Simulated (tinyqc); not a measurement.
Changing the trap density N_t: space-charge-limited current through a thin insulating or semi-insulating film with traps. Computed by tinyqc, a small Python program. Command: `OMP_NUM_THREADS=1 python tinyqc.py 3008156 3008157 out.jsonl sclc sweep`. One thread of a shared host (Intel(R) Xeon(R) Processor @ 2.30GHz), about 0.01 s of CPU time with the checks.

One ohmic injecting contact at x = 0 (field zero), drift only, non-degenerate free carriers.

Inputs (values chosen for the exercise, modelled on amorphous silicon):
```
quantity,value,unit
permittivity eps,11.8,-
band mobility mu,3.8,cm^2/(V s)
effective density of states N_c,1.9e+20,1/cm^3
"equilibrium Fermi level below the band edge, E_0",0.57,eV
thickness d,210,nm
"free density at the anode, in units of N_c",2.6e-08,-
temperature T,300,K
trap level E_t below the band edge,0.21,eV
```

Traps: single level.

Constants: k_B = 8.617333262e-05 eV/K; e = 1.602176634e-19 C; eps_0 = 8.8541878128e-12 F/m.

Method:
- Free density n_0 = N_c exp(-E_0/k_B T) in equilibrium; trapped density n_t(n) = N_t/(1 + n_1/n), n_1 = N_c exp(-E_t/k_B T).
- theta = n/(n + n_t) at the anode density; trap-filled-limit voltage V_TFL = e (N_t - n_t(n_0)) d^2/(2 eps eps_0).
- J = e mu n F and (eps eps_0/e) dF/dx = n - n_0 + n_t(n) - n_t(n_0) = rho(n). With F = J/(e mu n): d = (eps eps_0 J/(e^2 mu)) I_1 and V = (eps eps_0 J^2/(e^3 mu^2)) I_2, I_k = int_(n_L)^infinity dn/(n^(k+1) rho(n)), n_L the density at the anode; with u = n_L/n, 200 Gauss-Legendre points in t, u = 1 - (1 - t)^2.
- Anode field J/(e mu n_L); Mott-Gurney current (9/8) eps eps_0 mu V^2/d^3; ohmic current e n_0 mu V/d.

One run for each value:
```
trap density N_t (1/cm^3),voltage V (V),current density J (A/cm^2),theta,V_TFL (V)
3.20e+15,0.000468,0.000100,0.94627,1.0820e-01
8.70e+15,0.000511,0.000110,0.86627,2.9418e-01
2.40e+16,0.000631,0.000136,0.70133,8.1152e-01
6.40e+16,0.000946,0.000203,0.46825,2.1641e+00
1.80e+17,0.001857,0.000399,0.23844,6.0864e+00
4.80e+17,0.004213,0.000904,0.10507,1.6230e+01
1.30e+18,0.010655,0.002287,0.04155,4.3957e+01
3.50e+18,0.027937,0.005997,0.01585,1.1835e+02
9.60e+18,0.075857,0.016283,0.00584,3.2461e+02
```

Over the rows, voltage V (V) rises from 4.68e-4 to 0.0759 (exponent d ln y / d ln x 0.088 between the first rows and 0.99 between the last); current density J (A/cm^2) rises from 1.00e-4 to 0.0163 (exponent d ln y / d ln x 0.088 between the first rows and 0.99 between the last); theta falls from 0.946 to 0.00584 (exponent d ln y / d ln x -0.088 between the first rows and -0.99 between the last). The exponent of V_TFL stays at 1: the charge of the filled traps.

Caution (all rows): V is below 10 k_B T/e, where diffusion from the contact, left out here, dominates.
